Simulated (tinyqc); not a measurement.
Temperatures in a stack of 4 dies with leakage feedback: one step of the calculation.

One-dimensional heat flow to a sink below die 0. The power of each die is released in a plane at its top; from the plane of die j > 0 heat crosses its silicon (ts), a bond layer and the wiring of die j - 1; from die 0 it crosses t0, paste and sink. Copper shares the path through bond and wiring in parallel: k_eff = fm km + (1 - fm) k. Silicon is taken at the temperature of the plane above it. Leakage is P_l exp((T - 350 K)/Tl).

Question. Resistances per area at 300 K. R = thickness/conductivity for each layer.

Parameters, values chosen for the exercise; conductivities of the order met in silicon, wiring layers, bonds and pastes:
- k0 = 137 W/(m K) (conductivity of silicon at 300 K)
- ts = 50 um (thickness of a thinned die)
- t0 = 500 um (thickness of the die next to the sink)
- tb = 8 um (thickness of the wiring layers)
- kb = 2 W/(m K) (conductivity of the wiring layers)
- tg = 1 um (thickness of a bond layer)
- kg = 0.7 W/(m K) (conductivity of the bond dielectric)
- fm = 0.1 (area share of copper through bond and wiring)
- km = 390 W/(m K) (conductivity of copper)
- Rt = 0.23 K cm^2/W (paste and lid)
- Rs = 0.44 K cm^2/W (heat sink)

Find: thick die; thinned die; k_eff of the bond; k_eff of the wiring; bond plus wiring; paste plus sink.

Answer.

thick die = 0.036496 K cm^2/W
thinned die = 0.0036496 K cm^2/W
k_eff of the bond = 39.630 W/(m K)
k_eff of the wiring = 40.800 W/(m K)
bond plus wiring = 0.0022131 K cm^2/W
paste plus sink = 0.67000 K cm^2/W

tinyqc, about 0.03 s, one thread, Intel Xeon 2.30GHz (shared host): `OMP_NUM_THREADS=1 python tinyqc.py 2162067 2162068 out.jsonl`
